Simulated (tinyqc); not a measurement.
## Input admittance of a MOSFET at zero drain bias: distributed channel and distributed gate: effect of the gate overdrive

Source and drain grounded, strong inversion, w = 2 pi f, Cox = eps0 eox/tox. The channel is an RC line of resistance 1/(mu Cox Vo) per square fed from both ends, so one finger has the intrinsic admittance y = i w Cox L tanh(g)/g per width, g = (1/2) sqrt(i w tau), tau = L^2/(mu Vo). The vertical resistance rv/L is in series with y, the overlaps 2 i w Cov in parallel: y_t = 1/(1/y + rv/L) + 2 i w Cov. The gate strip is a line of Rsh/L per length loaded by y_t, so a finger has Y = y_t Wf tanh(k)/k, k = (Wf/sd) sqrt(y_t Rsh/L); the device has Nf Y.

Low-frequency limits, with c = Cox L and ct = c + 2 Cov: R_strip = Rsh Wf/(3 sd^2 L Nf), R_ch = (c/ct)^2 L/(12 mu Cox Vo Wf Nf), R_vert = (c/ct)^2 rv/(L Wf Nf), C = ct Wf Nf. Z = 1/(Nf Y) = R + 1/(i w C), Q = |Im Z|/R, far-point signal |1/cosh k|.

Values chosen for this exercise; values of the order met in silicon radio-frequency transistors: relative permittivity of the gate insulator (close to silicon dioxide) eox = 3.9; insulator thickness tox = 4.7 nm; channel length L = 1.8 um; finger width Wf = 6.6 um; number of fingers Nf = 8; channel mobility mu = 370 cm^2/(V s); sheet resistance of the gate Rsh = 6.6 ohm/square; vertical resistivity of the gate stack rv = 11 ohm um^2; number of ends at which a finger is contacted sd = 1; overlap and fringe capacitance on each side Cov = 0.16 fF/um; frequency f = 2.7 GHz.

Constants: eps0 = 8.8541878128e-14 F/cm where lengths are in cm. Results are converted to the units shown.

Results:
```
Vo (V),w tau,|k|,R (ohm),low-frequency R (ohm),C (fF),Q,signal at the far point
0.2,7.428,0.1726,49.70,50.93,661.7,1.793,0.9928
0.35,4.244,0.1841,29.35,29.58,696.3,2.885,0.9946
0.5,2.971,0.1877,20.96,21.04,705.7,3.985,0.9958
0.65,2.285,0.1892,16.41,16.45,709.5,5.063,0.9966
0.8,1.857,0.1900,13.55,13.57,711.4,6.114,0.9972
1.1,1.350,0.1907,10.17,10.18,713.2,8.129,0.9979
1.25,1.188,0.1909,9.083,9.089,713.6,9.094,0.9981
```

Estimate the missing row, Vo = 0.95 V.

Computed row:
```
Vo (V),w tau,|k|,R (ohm),low-frequency R (ohm),C (fF),Q,signal at the far point
0.95,1.564,0.1904,11.59,11.61,712.5,7.136,0.9976
```

With this row back in the table: As Vo goes from 0.2 to 1.25, R falls from 49.7 to 9.08 ohm, C rises from 662 to 714 fF and Q rises from 1.79 to 9.09. Only the channel term depends on Vo.

tinyqc, about 0.01 s, one thread, Intel Xeon 2.30GHz (shared host): `OMP_NUM_THREADS=1 python tinyqc.py 2262181 2262182 out.jsonl`
